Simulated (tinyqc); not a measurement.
CIS on RHF in the 6-31g basis, for H2, spin multiplicity 1, step by step. One step of it, computed by the program tinyqc.

Question. CIS matrix, triplets. A(ia,jb) = (e_a - e_i) d_ij d_ab - (ij|ab).

orbital energies (hartree): MO1 -0.545276, MO2 0.188012, MO3 0.867139, MO4 1.214503

Two-electron integrals over orbitals (pq|rs), unique and non-zero (hartree):
```
(11|11) 0.589324    (21|21) 0.099481    (22|11) 0.438915    (22|22) 0.396083
(31|11) 0.143847    (31|22) 0.062898    (31|31) 0.098895    (32|21) -0.000341
(32|32) 0.035026    (33|11) 0.512091    (33|22) 0.395144    (33|31) 0.119146
(33|33) 0.469316    (41|21) -0.081069   (41|32) -0.041097   (41|41) 0.118366
(42|11) -0.139937   (42|22) -0.066980   (42|31) -0.079603   (42|33) -0.112701
(42|42) 0.078483    (43|21) -0.108914   (43|32) -0.025083   (43|41) 0.125878
(43|43) 0.159642    (44|11) 0.594928    (44|22) 0.447192    (44|31) 0.179918
(44|33) 0.537673    (44|42) -0.165443   (44|44) 0.661371
```

Give: CIS matrix A, triplet.

Answer.

CIS matrix A, triplet (hartree), lower triangle:
```
        1>2     1>3     1>4
1>2  0.2944
1>3  0.0000  0.9003
1>4  0.1399  0.0000  1.1649
```
